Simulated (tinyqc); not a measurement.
## Interface traps from C-V curves, high-low and Terman methods: an error in the doping read as traps

MOS capacitor on an n-type substrate; psi is the band bending, negative in depletion; only majority carriers are counted. At the bending psi the Fermi level lies y = xi - psi below the conduction edge at the surface, xi = Vt ln(Nc/Nd). Dit(y) = D0 + D1 exp(-y/E1); traps fill up to the Fermi level, follow the bias and a slow signal, and do not follow a fast one. V is the gate voltage from flat band.

Cox = 3.9 eps0/EOT, LD = sqrt(eps0 eps_r Vt/(q Nd)), u = psi/Vt, Cd = (eps0 eps_r/(sqrt(2) LD)) |exp(u) - 1|/sqrt(exp(u) - u - 1). Ideal V0 = psi - sqrt(2) (eps0 eps_r Vt/LD) sqrt(exp(u) - u - 1)/Cox for psi < 0; the traps add dV = (q/Cox) times the integral of Dit from 0 to psi = (q/Cox) [D0 psi + D1 E1 exp(-xi/E1) (exp(psi/E1) - 1)]. 1/C_HF = 1/Cox + 1/Cd, 1/C_LF = 1/Cox + 1/(Cd + q Dit). The sample has Nd; the ideal curve is drawn with Nd (1 + e). At the true psi = -0.238 V the measured C_HF is matched to the ideal curve, which gives psi', and Dit = (Cox/q) [dV/dpsi' - 1 - Cd'(psi')/Cox], derivatives exact.

Inputs (values chosen for the exercise); band and dielectric values close to those of silicon: temperature T = 250 K; relative permittivity eps_r = 11.9; conduction-band density of states at T Nc = 2.15e19 cm^-3; donor density Nd = 3.8e16 cm^-3; equivalent oxide thickness EOT = 21 nm; trap density far from the band edge D0 = 2.8e12 cm^-2 eV^-1; band-tail density at the conduction edge D1 = 1.5e13 cm^-2 eV^-1; decay energy of the tail E1 = 0.16 eV.

Constants: q = 1.602176634e-19 C, kB = 1.380649e-23 J/K, Vt = kB T/q, eps0 = 8.8541878128e-14 F/cm where lengths are in cm. Results are converted to the units shown.

The same in every row: true Dit (cm^-2 eV^-1) = 4.244e12.

Result of one run:
```
e      psi' (V)  apparent Dit (cm^-2 eV^-1)
-0.05   -0.2272                    4.560e12
```

What becomes of these results when the relative error of the assumed doping e is changed from -0.05 to -0.1, all else the same?

Result of the changed run:
```
e     psi' (V)  apparent Dit (cm^-2 eV^-1)
-0.1   -0.2163                    4.911e12
```

The whole series:
```
e      psi' (V)  apparent Dit (cm^-2 eV^-1)
-0.15   -0.2055                    5.302e12
-0.1    -0.2163                    4.911e12
-0.05   -0.2272                    4.560e12
-0.02   -0.2337                    4.366e12
0       -0.2380                    4.244e12
0.02    -0.2423                    4.126e12
0.05    -0.2488                    3.957e12
0.1     -0.2597                    3.696e12
0.15    -0.2705                    3.458e12
```

The apparent Dit falls from 5.30e12 to 3.46e12 cm^-2 eV^-1, against the true 4.24e12. An error of +5 % in the doping shifts it by -2.86e11 cm^-2 eV^-1, 6.75 % of the true value.

Program tinyqc, `OMP_NUM_THREADS=1 python tinyqc.py 2030173 2030174 out.jsonl`; Intel Xeon 2.30GHz, shared host, one thread, about 0.01 s.
